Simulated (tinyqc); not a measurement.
# Strip, Bethe and mean field against temperature

Model: square-lattice Ising model by mean field, Bethe lattice, transfer matrix, exact enumeration and Monte Carlo steps. Computed by tinyqc, a small Python program. Command: `OMP_NUM_THREADS=1 python tinyqc.py 3007058 3007059 out.jsonl ising sweep`. One thread of a shared host (Intel(R) Xeon(R) Processor @ 2.30GHz), about 1 s of CPU time with the checks.

H = -J sum over nearest pairs s_i s_j, s = +-1, no field, periodic boundaries; energies per site are in J. As a lattice gas or an alloy, s marks which species holds the site.

Inputs (values chosen for the exercise, for a model lattice): coupling J = 8.46 meV; strip width w = 3.

Constants: k_B = 8.617333262e-05 eV/K.

Method:
- K = J/(k_B T). Onsager: k_B T_c/J = 2/ln(1 + sqrt 2); mean field: 4; Bethe lattice with z = 4: 2/ln 2.
- K = J/(k_B T). Mean field: m = tanh(4 K m), u = -2 m^2. Bethe: cavity field h = 3 artanh(tanh K tanh h), m = tanh(4h/3), u = -2 (tanh K + tanh^2 h)/(1 + tanh K tanh^2 h). Exact: m = [1 - sinh(2K)^(-4)]^(1/8) below T_c; u = -coth(2K) [1 + (2/pi)(2 tanh^2(2K) - 1) K1(k)], k = 2 sinh(2K)/cosh^2(2K), K1 the complete elliptic integral of the first kind. The largest root is taken.
- Strip of w sites, periodic across (for w = 2 the pair is joined by two bonds): T(s, s') = exp(K [sum_i s_i s'_i + (r(s) + r(s'))/2]), r(s) = sum_i s_i s_(i+1).
- With the eigenvalues l1 > l2: -f/(k_B T) = ln(l1)/w per site; xi = 1/ln(l1/l2) rows.

One run for each value:
```
temperature T (K)  correlation length xi  -f/(k_B T)  m, Bethe  m, mean field  u, Bethe  u, exact
147                               19.225      1.3497   0.98703        0.98996   -1.9523   -1.9516
181                                7.649      1.1216   0.95516        0.97082   -1.8473   -1.8391
215                                4.053      0.9842   0.88008        0.93677   -1.6356   -1.5603
249                                2.600      0.8997   0.71019        0.88412   -1.2668   -1.0760
282                                1.907      0.8475   0.15686        0.81061   -0.6941   -0.8726
316                                1.505      0.8117   0.00000        0.70357   -0.6021   -0.7391
350                                1.257      0.7870   0.00000        0.54581   -0.5467   -0.6444
384                                1.090      0.7694   0.00000        0.25547   -0.5005   -0.5729
418                                0.971      0.7563   0.00000        0.00000   -0.4613   -0.5166
451                                0.885      0.7467   0.00000        0.00000   -0.4286   -0.4722
```

What does the table show?

Over the rows, correlation length xi falls from 19.2 to 0.885 (exponent d ln y / d ln x -4.4 between the first rows and -1.2 between the last); -f/(k_B T) falls from 1.35 to 0.747 (exponent d ln y / d ln x -0.89 between the first rows and -0.17 between the last); m, Bethe falls from 0.987 to 0, flat over part of the range.

Extremes, crossings and ranges named in words are read from the listed rows.
